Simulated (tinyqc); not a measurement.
Anneal temperature: kinetics of strain relaxation and threading dislocations in mismatched semiconductor layers. Computed by tinyqc, a small Python program. Command: `OMP_NUM_THREADS=1 python tinyqc.py 3023569 3023570 out.jsonl threading walk`. One thread of a shared host (Intel(R) Xeon(R) Processor @ 2.30GHz), about 0.01 s of CPU time with the checks.

60-degree dislocations on {111} planes of a (001) layer, isotropic elasticity. The Schmid factor is 1/sqrt(6), and a misfit segment relieves strain with b/2.

Inputs (values chosen for the exercise, modelled on Si(0.8)Ge(0.2) on Si):
```
quantity                         value         unit
misfit f                        0.0082            -
shear modulus G                   63.4          GPa
Poisson ratio nu                  0.27            -
Burgers vector b                  3.88     angstrom
glide activation energy Q         2.09           eV
velocity prefactor v0            24000  m/s per MPa
layer thickness h                   44           nm
anneal temperature T               793            K
anneal time t                      500            s
initial thread density rho_0   2.6e+07       1/cm^2
multiplication constant delta    13000          1/m
```

Sources: multiplication.

Constants: k_B = 8.617333262e-05 eV/K.

Method:
- Excess resolved stress tau = (1/sqrt 6) [2 G (1 + nu)/(1 - nu)] (e - e_eq), e_eq = b (1 - nu/4) [ln(h/b) + 1]/(4 pi (1 + nu) h), the Matthews-Blakeslee strain of an uncapped layer; glide velocity v = v0 tau exp(-Q/(k_B T)), tau in MPa.
- Threads run in two directions, so de/dt = -(b/4) rho v, and they multiply as d rho/dt = delta rho v. With x = e - e_eq, x0 = f - e_eq (fully strained at t = 0) and v = m S x (m the mobility, S x = tau): rho = rho_0 + (4 delta/b)(x0 - x), so dx/dt = -k x (a - x), k = delta m S, a = x0 + b rho_0/(4 delta): a logistic law, x = a/[1 + (a/x0 - 1) exp(k a t)].
- The half time is that at which x = x0/2.

half time = 147.007 s

excess stress tau = 472.551 MPa

equilibrium strain e_eq = 0.00295284

After the time t:
```
T (K)  first velocity (micrometre/s)  relieved (%)  threads (1/cm^2)  half time (s)
666                       1.7344e-03          0.42        2.6294e+07     5.0143e+04
689                       5.8491e-03          1.42        2.7000e+07     1.4868e+04
716                       2.2058e-02          5.53        2.9891e+07     3.9426e+03
737                       5.7910e-02         15.40        3.6833e+07     1.5018e+03
762                       1.7047e-01         49.02        6.0470e+07     5.1016e+02
779                       3.4143e-01         84.31        8.5287e+07     2.5471e+02
803                       8.6582e-01         99.83        9.6206e+07     1.0044e+02
842                       3.5075e+00        100.00        9.6323e+07     2.4795e+01
```

What follows from these numbers?

The half time follows exp(Q/(k_B T)), a decade for each 55 K near 762 K. Relief goes from 15 % at 737 K to 84.3 % at 779 K: multiplication raises the thread density by a factor 3.7 in the hottest row. Caution: rows with more than 50 % relieved leave out blocking by crossing misfit lines, which slows real layers.

Extremes, crossings and ranges named in words are read from the listed rows.
